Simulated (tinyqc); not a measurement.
Stress and current directions compared.

A cubic crystal with four conduction valleys along the <111> axes; non-degenerate electrons, one relaxation time, masses unchanged. Stress s_ij = X a_i a_j with a the unit vector along the stress; strain e_ii = s11 s_ii + s12 (s_jj + s_kk), e_ij = s44 s_ij/2. Valley shift dE = Xu (n.e.n - trace(e)/3) with n the valley axis; share f proportional to exp(-dE/Vt). Inverse mass along the current d: (n.d)^2/ml + (1 - (n.d)^2)/mt; mu/mu0 = sum f (1/m) over the plain mean of 1/m. Rows: direction of the stress, of size |X|; columns: direction of the current and sign.

Inputs (values chosen for the exercise); values close to those of germanium:
```
symbol   value   unit                             meaning
T          300      K                         temperature
s11       9.94  1/TPa                          compliance
s12      -2.68  1/TPa                          compliance
s44         15  1/TPa                          compliance
Xu        15.9     eV         shear deformation potential
ml        1.59     m0                   longitudinal mass
mt      0.0834     m0                     transverse mass
X         -980    MPa  uniaxial stress (tension positive)
```

Constants: q = 1.602176634e-19 C, kB = 1.380649e-23 J/K, Vt = kB T/q. Results are converted to the units shown.

mu/mu0:

|  | I [100], tension | I [100], compression | I [110], tension | I [110], compression |
|---|---|---|---|---|
| [100] | 1.000 | 1.000 | 1.000 | 1.000 |
| [110] | 1.000 | 1.000 | 1.418 | 0.5816 |
| [001] | 1.000 | 1.000 | 1.000 | 1.000 |
| [111] | 1.000 | 1.000 | 1.150 | 0.5698 |

What do the numbers show?

The largest gain, 1.42, is for stress along [110], tension, current along [110]; the largest loss, 0.570, for [111], compression, current along [110]. Entries equal to one are cases in which the valleys are not split or have equal mass along the current.

tinyqc, about 0.01 s, one thread, Intel Xeon 2.30GHz (shared host): `OMP_NUM_THREADS=1 python tinyqc.py 2530117 2530118 out.jsonl`
